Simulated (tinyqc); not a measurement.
Worked calculation: plane-wave Kohn-Sham cycle with exchange-only LDA in a layered model solid. One step of it, computed by the program tinyqc.

Question. Iteration 1: potential. V_H(G) = 4 pi rho(G)/G^2 for G != 0 (uniform background); v_x = -(3 rho/pi)^(1/3); V = V_ext + V_H + v_x; Fourier components f(G_m) = (1/N) sum_j f(x_j) exp(-i G_m x_j).

A solid whose potential varies along x alone (atomic units):
```
parameter                      value
period a                   16.600000
cross-section of the cell  13.000000
electrons per cell                 2
grid points                       16
plane waves -n..n, n               2
k points                           1
V1 in V1 cos(2 pi x/a)     -0.650000
```

density at the start, on the grid x_j = j a/N (e/bohr^3): 0.00926784  0.00926784  0.00926784  0.00926784  0.00926784  0.00926784  0.00926784  0.00926784  0.00926784  0.00926784  0.00926784  0.00926784  0.00926784  0.00926784  0.00926784  0.00926784

Give: Potentials on the grid; V(G_m), m = 0, 1, 2, ....

Answer.

Potentials on the grid (hartree):
```
x          V_ext     V_H      v_x        V
0.0000   -0.6500  0.0000  -0.2068  -0.8568
1.0375   -0.6005  0.0000  -0.2068  -0.8074
2.0750   -0.4596  0.0000  -0.2068  -0.6665
3.1125   -0.2487  0.0000  -0.2068  -0.4556
4.1500         0  0.0000  -0.2068  -0.2068
5.1875    0.2487  0.0000  -0.2068   0.0419
6.2250    0.4596  0.0000  -0.2068   0.2528
7.2625    0.6005  0.0000  -0.2068   0.3937
8.3000    0.6500  0.0000  -0.2068   0.4432
9.3375    0.6005  0.0000  -0.2068   0.3937
10.3750   0.4596  0.0000  -0.2068   0.2528
11.4125   0.2487  0.0000  -0.2068   0.0419
12.4500        0  0.0000  -0.2068  -0.2068
13.4875  -0.2487  0.0000  -0.2068  -0.4556
14.5250  -0.4596  0.0000  -0.2068  -0.6665
15.5625  -0.6005  0.0000  -0.2068  -0.8074
```

V(G_m), m = 0, 1, 2, ... (hartree): -0.2068  -0.3250  0.0000  0.0000  0.0000
